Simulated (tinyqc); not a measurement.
# Bandgap voltage reference from two bipolar transistors: output against temperature

Two transistors of area 1 and N carry the same current I. Is(T) = Is (T/T0)^eta exp[(Vg0 q/kB)(1/T0 - 1/T)], VBE1 = Vt ln(I/Is(T)) + I rb, VBE2 = Vt ln(I/(N Is(T))) + I rb/N. The amplifier forces I R1(T) = VBE1 - VBE2 + Vos, with R(T) = R (1 + tc (T - T0)) for both resistors, and the output is Vref = VBE1 + I R2(T). Base currents and the Early effect are neglected.

Vt = kB T/q; I = (Vt ln N + Vos)/(R1(T) - rb (1 - 1/N)).

Values chosen for this exercise; values of the order met in silicon bipolar transistors:
```
symbol,value,unit,meaning
T0,298,K,reference temperature
Vg0,1.192,V,band-gap voltage extrapolated to 0 K
eta,4,,temperature exponent of the saturation current
Is,1.5e-17,A,saturation current of the unit transistor at T0
N,4,,area ratio of the second transistor
R1,3.5,kohm,"resistor across which the difference of VBE falls, at T0"
tc,0,ppm/K,temperature coefficient of both resistors
Vos,0,mV,offset of the amplifier
rb,44,ohm,series resistance of the unit transistor
R2,58.71,kohm,output resistor at T0
```

Constants: q = 1.602176634e-19 C, kB = 1.380649e-23 J/K. Results are converted to the units shown.

Output against temperature:
```
T (K)	I (uA)	VBE1 (V)	I R2 (V)	Vref (V)	Vref - Vref(T0) (mV)	dVref/dT (uV/K)
218	7.512	0.8499	0.4410	1.291	-12.21	195.2
233	8.028	0.8224	0.4713	1.294	-9.415	178.0
253	8.718	0.7852	0.5118	1.297	-6.072	156.7
273	9.407	0.7477	0.5523	1.300	-3.138	137.0
298	10.27	0.7003	0.6028	1.303	0	114.3
323	11.13	0.6523	0.6534	1.306	2.595	93.52
348	11.99	0.6038	0.7040	1.308	4.689	74.25
373	12.85	0.5549	0.7546	1.309	6.319	56.32
398	13.71	0.5055	0.8051	1.311	7.515	39.54
423	14.58	0.4557	0.8557	1.311	8.304	23.80
```

VBE1 falls by 1.92 mV/K on average and I R2 rises by 2.02 mV/K. The slope of Vref vanishes at T = 464 K. Between 233 and 398 K Vref spans 16.9 mV, or 78.7 ppm/K by the box method (span over the average over T, over 165 K).

Computed by the program tinyqc: `OMP_NUM_THREADS=1 python tinyqc.py 2062090 2062091 out.jsonl`, one thread of a shared Intel Xeon 2.30GHz, about 0.03 s for the whole run.
